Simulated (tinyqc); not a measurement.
From results back to parameters: free and nearly free electrons in a metal. Two cases, with inputs chosen for the exercise.

Problem. A free-electron metal with 2 atoms in the cubic cell and z electrons an atom has EF = c kF^2/m, (hbar omega_p)^2 = 8 pi c (e^2/(4 pi eps0)) n/m and kF = (3 pi^2 n)^(1/3), c = hbar^2/2m0.

Constants: hbar^2/2m0 = 3.80998211 eV angstrom^2; e^2/(4 pi eps0) = 14.39964547 eV angstrom.

Find: kF; m; z.

Method. (hbar omega_p)^2/EF = (8/(3 pi)) (e^2/(4 pi eps0)) kF gives kF; EF then gives m, and n = kF^3/(3 pi^2) gives z.

Case 1.

Values chosen (out of a larger set: near those of Li; not measured data): a = 3.509 angstrom (bcc lattice constant).

EF = 4.70100 eV
hbar omega_p = 7.98909 eV

Solution.

kF = 1.1108 1/angstrom
m = 1.00 m0
z = 1.00

Case 2.

Values chosen (out of a larger set: near those of Na; not measured data): a = 4.198 angstrom (bcc lattice constant).

EF = 3.28452 eV
hbar omega_p = 6.10532 eV

Solution.

kF = 0.9285 1/angstrom
m = 1.00 m0
z = 1.00

Computed by tinyqc, one run a case: `OMP_NUM_THREADS=1 python tinyqc.py N N+1 out.jsonl` with N = 1681120, 1681144; one thread of a shared Intel(R) Xeon(R) Processor @ 2.30GHz, about 0.01 s a run at most.
